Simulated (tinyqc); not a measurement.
Time-dependent dielectric breakdown: cell percolation, Weibull statistics, area scaling and voltage extrapolation. Changing the test area A. Computed by tinyqc, a small Python program. Command: `OMP_NUM_THREADS=1 python tinyqc.py 3009788 3009789 out.jsonl tddb sweep`. One thread of a shared host (Intel(R) Xeon(R) Processor @ 2.30GHz), about 0.01 s of CPU time with the checks.

The oxide is divided into columns of area a^2, each holding m = t_ox/a cells (m is taken as continuous). A share lambda(t) = (t/t_1)^alpha of the cells is defective, and a column whose cells are all defective breaks down.

Inputs (values chosen for the exercise, for a model gate oxide):

| quantity | value | unit |
|---|---|---|
| oxide thickness t_ox | 4.3 | nm |
| defect cell size a | 1.2 | nm |
| exponent alpha of defect growth | 0.79 | - |
| time t_1 at which the occupied share would reach 1 | 3.6e+06 | s |

Method. Failure fraction F = 1 - (1 - lambda^m)^N with N = A/a^2 columns, which for small lambda^m is 1 - exp(-(t/t63)^beta) with beta = alpha m and t63 = t_1 N^(-1/beta); critical share lambda(t63) = N^(-1/m). 1 um^2 = 1e6 nm^2.

One run for each value:

| test area A (um^2) | characteristic life t63 (s) | critical share of defective cells |
|---|---|---|
| 0.001 | 3.5685e+05 | 0.16106 |
| 0.01 | 1.5821e+05 | 0.08471 |
| 0.1 | 7.0142e+04 | 0.04455 |
| 1 | 3.1098e+04 | 0.02343 |
| 10 | 1.3787e+04 | 0.01232 |
| 100 | 6.1125e+03 | 0.00648 |
| 1000 | 2.7100e+03 | 0.00341 |
| 10000 | 1.2015e+03 | 0.00179 |
| 100000 | 5.3268e+02 | 0.00094 |

What does the table show, and why?

Over the rows, characteristic life t63 (s) falls from 357000 to 533 (exponent d ln y / d ln x about -0.35 throughout); critical share of defective cells falls from 0.161 to 9.43e-4 (exponent d ln y / d ln x about -0.28 throughout). The exponent of t63 is -1/beta = -0.353, which is how area scaling measures beta.

Caution (all rows): t_1 is an input here; in a real oxide it changes with thickness at fixed voltage.
